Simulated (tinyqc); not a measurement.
Inside a calculation: Shockley state of an s-p chain by decimation. Values are carried at full precision from step to step, so a last printed digit may differ when a step is redone from the rounded ones.

Each site has s at -d/2 and p at +d/2: H0 = diag(-d/2, d/2). The block to the next site on the right is H1 = [[-ts, u], [-u, tp]] (rows s, p of site n; columns s, p of site n + 1). Bulk: H(k) = [[-d/2 - 2 ts cos k, 2i u sin k], [-2i u sin k, d/2 + 2 tp cos k]]. The bands are inverted at k = pi if d < 2 (ts + tp).

Values chosen for the exercise:
```
symbol  value  unit  meaning
d       1.42   eV    Ep - Es
ts      0.96   eV    s-s hopping
tp      0.75   eV    p-p hopping
u       0.52   eV    s-p hopping
E       0.34   eV    energy
eta     0.05   eV    broadening
```

## Bulk bands

Levels and s weight of the lower band at k = j pi/6.

Bands:
```
k/pi   lower (eV)  upper (eV)  s weight, lower
0.000     -2.6300      2.2100            1.000
0.167     -2.4336      2.0699            0.986
0.333     -1.9107      1.7007            0.933
0.500     -1.2592      1.2592            0.782
0.667     -0.8073      1.0173            0.421
0.833     -0.7480      1.1118            0.085
1.000     -0.7900      1.2100            0.000
```

The lower band is s-like at k = 0 and p-like at pi: the bands are inverted, and the gap is a hybridisation gap that can hold a Shockley state.

## First round of decimation

Decimation (Sancho-Rubio) at z = E + i eta: start with es = e = H0, A = H1, B = H1^T. Each round forms g = (z - e)^-1 and sets es += A g B, e += A g B + B g A, A = A g A, B = B g B, doubling the length covered. Stop when all |A| < 1e-10. Surface G = (z - es)^-1, bulk G = (z - e)^-1; densities -Im tr G/pi.

Carry out one round.

g (1/eV), rows s, p and columns alike:
```
[[0.9502-0.0452i, 0.0000],
 [0.0000, -2.6542-0.3587i]]
```

es (eV), rows s, p and columns alike:
```
[[-0.5520-0.1387i, -0.5608-0.1625i],
 [-0.5608-0.1625i, -0.5261-0.2140i]]
```

e (eV), rows s, p and columns alike:
```
[[-0.3940-0.2774i, 0.0000],
 [0.0000, -1.7621-0.4280i]]
```

A (eV), rows s, p and columns alike:
```
[[1.5934+0.0553i, -1.5095-0.1173i],
 [1.5095+0.1173i, -1.7499-0.1895i]]
```

## Course of the decimation

All rounds.

Rounds:
```
round  sites covered  largest |A| (eV)  surface density (1/eV)
1                  2              1.76                 0.24859
2                  4              2.16                 0.24217
3                  8            0.0960                 0.19922
4                 16          0.000383                 0.19921
5                 32          6.26e-09                 0.19921
6                 64          9.68e-19                 0.19921
```

surface G (1/eV), rows s, p and columns alike:
```
[[1.5144-0.2729i, -1.5637+0.2776i],
 [-1.5637+0.2776i, 1.2594-0.3529i]]
```

densities (1/eV): surface 0.19921, bulk 0.02508

Converged in 6 rounds. E lies inside the bulk gap (-0.737 to 1.014 eV); once |A| is small it falls roughly as its square in each round, up to a factor. The surface density is 8 times the bulk one, owing to the broadened Shockley level, which peaks near 0.09 eV.

## Checks

- Surface G against the Dyson relation G = (z - H0 - H1 G H1^T)^-1: they agree to 1e-10 or better.

tinyqc: `OMP_NUM_THREADS=1 python tinyqc.py 1481970 1481971 out.jsonl`; about 0.4 s, one thread, shared Intel(R) Xeon(R) Processor @ 2.30GHz.
